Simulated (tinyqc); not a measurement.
# Gap voltage and exponent from three temperatures

Question. At constant current VBE(T) = Vg0 - a T - eta (kB T/q) ln T, where a is a constant. Find Vg0, eta and dVBE/dT at the middle temperature.

Constants: q = 1.602176634e-19 C, kB = 1.380649e-23 J/K. Results are converted to the units shown.

T (K): [273, 300, 360]
VBE at a constant current (V): [0.7803722259, 0.7369497696, 0.6382059616]

Answer. The relation is linear in Vg0, a and eta, so three points give a linear system; the slope is (VBE - Vg0 - eta kB T/q)/T. eta rests on the curvature of VBE(T) alone, so real fits need accuracy of some tens of microvolts or better.

Vg0 = 1.14 V
eta = 3.10
dVBE/dT = -1.62 mV/K

Computed by the program tinyqc: `OMP_NUM_THREADS=1 python tinyqc.py 2062091 2062092 out.jsonl`, one thread of a shared Intel Xeon 2.30GHz, about 0.03 s for the whole run.
